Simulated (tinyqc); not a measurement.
Worked calculation: bond unit of a tetrahedral oxide and its oxygen vacancy in tight binding. Values are carried at full precision from step to step, so a last printed digit may differ when a step is redone from the rounded ones.

Two sp3 hybrids h1, h2 at eh = (es + 3 ep)/4 point at one oxygen with orbitals s, px, py, pz; x joins the two cations, z bisects the angle phi, and th = (180 - phi)/2. With u = hbar^2/(m d^2) = 2c/d^2, c = hbar^2/2m0: Vhs = -(1.32 + sqrt3 x 1.42) u/2 and Vhp = (1.42 + sqrt3 x 2.22) u/2. <h|s> = Vhs for both; <h1|px> = Vhp cos(th), <h2|px> = -Vhp cos(th); <h|pz> = Vhp sin(th) for both; py is a lone pair. The unit holds 8 electrons. Coupling between units, which widens the levels into bands, is left out.

Constants: hbar^2/2m0 = 3.80998211 eV angstrom^2.

Values chosen for the exercise (near tabulated values for SiO2; shifted at random, so the results belong to these values and not to a real crystal):
- es = -14.8 eV (s level of the cation)
- ep = -7.54 eV (p level of the cation)
- eos = -34.28 eV (s level of oxygen)
- eop = -16.49 eV (p level of oxygen)
- d = 1.62 angstrom (cation-oxygen distance)
- phi = 140 degrees (bond angle at oxygen)
- R = 3.04 angstrom (cation-cation distance across the vacancy)

## Level and couplings

Form eh, u, Vhs, Vhp and th.

eh (hybrid level) = -9.3550 eV
u = 2.9035 eV

Vhs, Vhp (eV): -5.4869  7.6437

th = 20.0 degrees

## The matrix

Fill it in.

H (eV):
```
         h1       h2         s        px        py        pz
h1  -9.3550        0   -5.4869    7.1827         0    2.6143
h2        0  -9.3550   -5.4869   -7.1827         0    2.6143
s   -5.4869  -5.4869  -34.2800         0         0         0
px   7.1827  -7.1827         0  -16.4900         0         0
py        0        0         0         0  -16.4900         0
pz   2.6143   2.6143         0         0         0  -16.4900
```

## Levels, weights and charge

Diagonalise; the four lowest levels are filled. The excess of electrons on oxygen is twice the oxygen weight of the filled levels less 6.

levels (eV): -36.5509  -23.6887  -17.6385  -16.4900  -5.9356  -2.1563

weights:
```
    level 1  level 2  level 3  level 4  level 5  level 6
h1    0.039    0.167    0.043    0.000    0.417    0.333
h2    0.039    0.167    0.043    0.000    0.417    0.333
s     0.919    0.000    0.019    0.000    0.063    0.000
px    0.000    0.666    0.000    0.000    0.000    0.334
py    0.000    0.000    0.000    1.000    0.000    0.000
pz    0.003    0.000    0.895    0.000    0.102    0.000
```

highest filled to lowest empty = 10.5544 eV
excess electrons on oxygen = 1.001

The highest filled level is the py orbital of oxygen (100 %) and the lowest empty one is 83 % cation hybrid, even under exchange of the two cations. The spacing is that of an isolated unit and exceeds the gap of the solid.

## The odd block in closed form

The combination (h1 - h2)/sqrt2 couples to px alone, with W2 = sqrt2 Vhp cos(th); W3 = (eh - eop)/2; levels (eh + eop)/2 -/+ sqrt(W2^2 + W3^2); polarity W3/sqrt(W2^2 + W3^2).

W2, W3 (eV): 10.1579  3.5675

levels of the odd block (eV): -23.6887  -2.1563

polarity = 0.3314

## The neutral oxygen vacancy

Without the oxygen the two hybrids face each other at distance R and couple by -V2, V2 = 3.22 x 2c/R^2, c = hbar^2/2m0: a bond at eh - V2 with two electrons and an antibond at eh + V2. Levels are measured from eop, the lone-pair level that stands for the top of the valence band.

Form V2 and the two levels above eop. R is a chosen distance; in real silica the neutral vacancy relaxes to about 2.5 angstrom.

V2 = 2.6550 eV

levels above eop (eV): bond 4.4800, lone hybrid 7.1350, antibond 9.7900

bond-antibond splitting = 5.3100 eV

The filled bond lies 4.48 eV above the lone pairs, so it can trap a hole; the antibond lies below the lowest empty level of the intact unit (10.55 eV). A lone hybrid, as in a dangling bond, sits at 7.13 eV.

## Checks

- Levels of the odd block against the full matrix: they agree to 1e-10 or better.

tinyqc: `OMP_NUM_THREADS=1 python tinyqc.py 1481422 1481423 out.jsonl`; about 0.01 s, one thread, shared Intel(R) Xeon(R) Processor @ 2.30GHz.
